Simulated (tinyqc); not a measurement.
## Junction parameters from two forward currents

Question. D(v) = J1 (exp(v/Vt) - 1) + J2 (exp(v/(2 Vt)) - 1). Find J1, J2 and the voltage 2 Vt ln(J2/J1) near which both parts are equal.

Parameters, values chosen for the exercise: temperature T = 358 K.

Constants: q = 1.602176634e-19 C, kB = 1.380649e-23 J/K, Vt = kB T/q. Results are converted to the units shown.

junction voltages (V): [0.34, 0.71]
currents (uA/um): [1.3268693e-6, 0.071548675]

Answer. The current is linear in J1 and J2, so two points give two equations.

J1 = 7.20e-12 uA/um
J2 = 3.60e-9 uA/um
crossover = 0.383 V

Computed by the program tinyqc: `OMP_NUM_THREADS=1 python tinyqc.py 2182011 2182012 out.jsonl`, one thread of a shared Intel Xeon 2.30GHz, about 0.2 s for the whole run.
